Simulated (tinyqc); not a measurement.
# Trench capacitor in an array: capacitance, non-linearity, leakage and relaxation: capacitance, non-linearity and leakage against thickness

A film between two metal electrodes, each interface adding a series capacitance ci. The small-signal permittivity is ek (1 + aq E^2); the field is found with the linear permittivity. Leakage J = J0 sinh(E/Ef). After a voltage step the film passes a relaxation current kr C V tt^(-nr), tt being the time in seconds. The sidewall is a coaxial capacitor with radii a = dm/2 - t and b = dm/2, depth AR dm; the end face is left out.

Planar film: Cf = eps0 ek/t, 1/C = 1/Cf + 2/ci, EOT = 3.9 eps0/C, effective permittivity C t/eps0, E = (V/t) C/Cf; quadratic coefficient [C(V)/C - 1]/V^2 with Cf (1 + aq E^2) in C(V).

Inputs (values chosen for the exercise); permittivity of the order of that of titanium dioxide: relative permittivity of the film ek = 73.6; capacitance of each electrode interface (dead layer and screening) ci = 1000 uF/cm^2; quadratic field coefficient of the permittivity aq = 0.01 cm^2/MV^2; bias V = 0.5 V; leakage prefactor J0 = 9.6e-10 A/cm^2; field for an e-fold rise of the leakage Ef = 0.28 MV/cm.

Constants: eps0 = 8.8541878128e-14 F/cm where lengths are in cm. Results are converted to the units shown.

Capacitance, non-linearity and leakage against thickness:
```
t (nm)	C (uF/cm^2)	EOT (nm)	effective permittivity	E (MV/cm)	quadratic coefficient (ppm/V^2)	J (A/cm^2)
2.5	24.78	0.1394	69.95	1.901	1.371e5	4.262e-7
3.7	17.01	0.2030	71.10	1.305	6.580e4	5.080e-8
5.5	11.57	0.2983	71.90	0.8880	3.081e4	1.143e-8
8.2	7.823	0.4414	72.45	0.6002	1.418e4	4.038e-9
12	5.372	0.6428	72.81	0.4122	6723	1.982e-9
18	3.594	0.9607	73.07	0.2758	3020	1.106e-9
27	2.402	1.438	73.25	0.1843	1352	6.785e-10
40	1.624	2.126	73.36	0.1246	618.9	4.414e-10
60	1.084	3.186	73.44	0.08315	276.0	2.893e-10
```

Read the table: what changes, and by how much?

C falls from 24.8 to 1.08 uF/cm^2 while the effective permittivity goes from 70.0 to 73.4 (ek = 73.6). EOT is a straight line in t with slope 3.9/ek = 0.0530 and intercept 0.00691 nm. The quadratic coefficient goes as t^(-1.87) between the first two rows and t^(-1.99) between the last two (-2 without interfaces), and J falls by 3.17 decades. For t = 2.5, 3.7 direct tunnelling, left out, would add to the leakage.

tinyqc, about 0.01 s, one thread, Intel Xeon 2.30GHz (shared host): `OMP_NUM_THREADS=1 python tinyqc.py 2102171 2102172 out.jsonl`
